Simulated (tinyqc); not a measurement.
## Gate sheet resistance from two finger widths

Question. At low frequency R = Rsh Wf/(3 L) + B/Wf, where B collects the channel and vertical terms. Find Rsh, B and the width of lowest R.

Parameters, values chosen for the exercise:
```
symbol,value,unit,meaning
L,0.78,um,channel length
```

input resistance of single fingers, contacted at one end, of width 1.7 and 7.8 um (ohm): 176.25943  114.61538

Solution. R Wf is a straight line in Wf^2; the minimum of R lies where both terms are equal.

Rsh = 24.0 ohm/square
B = 270 ohm um
width of lowest R = 5.13 um

tinyqc, about 0.01 s, one thread, Intel Xeon 2.30GHz (shared host): `OMP_NUM_THREADS=1 python tinyqc.py 2262235 2262236 out.jsonl`
